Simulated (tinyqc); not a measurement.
Shape and dimension: cylindrical quantum wire.

Constants: hbar^2/2m0 = 3.80998211 eV angstrom^2.

Inputs chosen for the exercise (near those of a non-polar GaN wire in AlN; shifted at random, so the results belong to these values and not to a real crystal):

| symbol | value | unit | meaning |
|---|---|---|---|
| R | 19 | angstrom | radius |
| V0 | 1.908 | eV | barrier height |
| mw | 0.204 | m0 | mass inside |
| mb | 0.327 | m0 | mass outside |

Lowest level with hard walls: film c (pi/2R)^2/mw, cylinder c (2.404826/R)^2/mw, sphere c (pi/R)^2/mw, square or cube of side a: 2 or 3 times c (pi/a)^2/mw; c = hbar^2/2m0. Finite barriers V0 with outer mass mb and psi, psi'/m continuous for film, cylinder and sphere (not separable for the square and the cube: dash).

Lowest level (eV):

| shape | hard walls | finite barrier |
|---|---|---|
| film, width 2R | 0.1277 | 0.0874 |
| cylinder, radius R | 0.2992 | 0.2025 |
| square wire of equal area | 0.3251 | - |
| sphere, radius R | 0.5106 | 0.3411 |
| cube of equal volume | 0.5895 | - |

With hard walls the levels of film, cylinder and sphere stand as 1 : 2.34 : 4.00; with the finite barrier as 1 : 2.32 : 3.90. The square lies 8.6 % above the circle of equal area and the cube 15.5 % above the sphere of equal volume: round shapes give the lowest level for a given size.

Program tinyqc; command `OMP_NUM_THREADS=1 python tinyqc.py 1251882 1251883 out.jsonl`; about 0.02 s on one thread of a shared Intel(R) Xeon(R) Processor @ 2.30GHz.
